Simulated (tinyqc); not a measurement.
Drifting, spreading and decaying minority pulse (Haynes-Shockley), backward Euler time steps: two steps of the calculation.

Low injection in a uniform field: dn/dt = D d2n/dx2 - v dn/dx - n/tau with D = mu Vt and v = mu F towards +x. Exact solution on an infinite bar for a Gaussian start at x0: n = N0 exp(-t/tau) exp(-(x - x0 - v t)^2/(2 s^2))/sqrt(2 pi s^2), s^2 = s0^2 + 2 D t.

Parameters, values chosen for the exercise; mobility that of a made-up semiconductor: temperature T = 300 K; minority-carrier mobility mu = 1060 cm^2/(V s); sweep field along the drift F = 14 V/cm; mesh step hx = 29 um; lifetime tau = 1.8e-6 s; time step dt = 3.4e-7 s.

Constants: q = 1.602176634e-19 C, kB = 1.380649e-23 J/K, Vt = kB T/q. Results are converted to the units shown.

Task 1. Coefficients of the scheme. Exponentially fitted fluxes: d = F hx/Vt, B(d) = d/(exp(d) - 1), k = D dt/hx^2; (L n)_i = a n_(i-1) + b n_i + c n_(i+1) with a = k B(-d), c = k B(d), b = -a - c - dt/tau. Explicit steps keep n positive for dt up to 1/[(D/hx^2)(B(d) + B(-d)) + 1/tau].

Wanted: D; v; d; a; b; c; positivity limit of dt.

Result 1.

D = 27.403 cm^2/s
v = 14840 cm/s
d = 1.5705
a = 2.1966
b = -2.8423
c = 0.45678
positivity limit of dt = 1.1962e-7 s

Task 2. Densities after a time step. (L n)_i = a n_(i-1) + b n_i + c n_(i+1), n = 0 beyond the ends. Backward Euler step: solve n(new) - L n(new) = n.

a = 2.1966450
b = -2.8423169
c = 0.45678297

| node | n at t = 1 dt (1e12 cm^-3) |
|---|---|
| 1 | 0.0806274 |
| 2 | 0.3864340 |
| 3 | 1.0642218 |
| 4 | 1.7372505 |
| 5 | 1.7891875 |
| 6 | 1.3394318 |
| 7 | 0.8641700 |
| 8 | 0.5360954 |
| 9 | 0.3308531 |
| 10 | 0.2041136 |
| 11 | 0.1258699 |
| 12 | 0.0772069 |
| 13 | 0.0441390 |

Find: n at t = 2 dt.

Result 2.

| node | n at t = 2 dt (1e12 cm^-3) |
|---|---|
| 1 | 0.0427 |
| 2 | 0.1824 |
| 3 | 0.4832 |
| 4 | 0.8572 |
| 5 | 1.0840 |
| 6 | 1.0788 |
| 7 | 0.9292 |
| 8 | 0.7368 |
| 9 | 0.5555 |
| 10 | 0.4049 |
| 11 | 0.2880 |
| 12 | 0.1997 |
| 13 | 0.1256 |

Program tinyqc, `OMP_NUM_THREADS=1 python tinyqc.py 2310125 2310126 out.jsonl`; Intel Xeon 2.30GHz, shared host, one thread, about 0.01 s.
